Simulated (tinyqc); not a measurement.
# Changing the atoms in the particle N

Model: equilibrium crystal shape, supported particles, Gibbs-Thomson effect and coarsening. Computed by tinyqc, a small Python program. Command: `OMP_NUM_THREADS=1 python tinyqc.py 3018565 3018566 out.jsonl wulff sweep`. One thread of a shared host (Intel(R) Xeon(R) Processor @ 2.30GHz), about 0.1 s of CPU time with the checks.

A cubic crystal bounded by {100}, {110} and {111} facets only.

Inputs (values chosen for the exercise, for a model cubic crystal): atomic volume Omega = 11.81 angstrom^3; temperature T = 675 K.

Surface energies: given.

surface energies gamma(100), gamma(110), gamma(111) (J/m^2): [1.74, 1.83, 1.56]

Constants: e = 1.602176634e-19 C; k_B = 8.617333262e-05 eV/K.

Method:
- The energies and Omega are given.
- Wulff construction: the facet planes lie at distances lambda gamma from the centre, and the shape is the region inside all of them; V = (1/3) sum of area x distance. gamma_mean = sum A gamma / sum A; shape factor eta = A/V^(2/3) (4.836 for a sphere). lambda follows from V = N Omega.
- For the Wulff shape mu - mu(bulk) = 2 Omega gamma/h, with gamma and h = lambda gamma the energy and distance of any one facet plane, here (111); the vapour pressure rises by exp[(mu - mu(bulk))/(k_B T)].

One run for each value:
```
atoms in the particle N,mu - mu(bulk) (meV),pressure ratio,surface energy per atom (eV)
2.00e+02,313.0,217.3,0.4695
6.30e+02,213.5,39.3,0.3203
2.00e+03,145.3,12.2,0.2179
6.30e+03,99.1,5.5,0.1487
2.00e+04,67.4,3.2,0.1012
6.30e+04,46.0,2.2,0.0690
2.00e+05,31.3,1.7,0.0470
6.30e+05,21.4,1.4,0.0320
2.00e+06,14.5,1.3,0.0218
```

Over the rows, mu - mu(bulk) (meV) falls from 313 to 14.5 (exponent d ln y / d ln x about -0.33 throughout); pressure ratio falls from 217 to 1.28 (exponent d ln y / d ln x -1.5 between the first rows and -0.10 between the last); surface energy per atom (eV) falls from 0.470 to 0.0218 (exponent d ln y / d ln x about -0.33 throughout). The exponent of mu - mu(bulk) stays at -0.33: mu goes as 1/size. The exponent of surface energy per atom stays at -0.33: surface over volume.

Caution (rows 200, 630, 2000): below a few thousand atoms edges and corners add to the energy and facets hold few atoms.
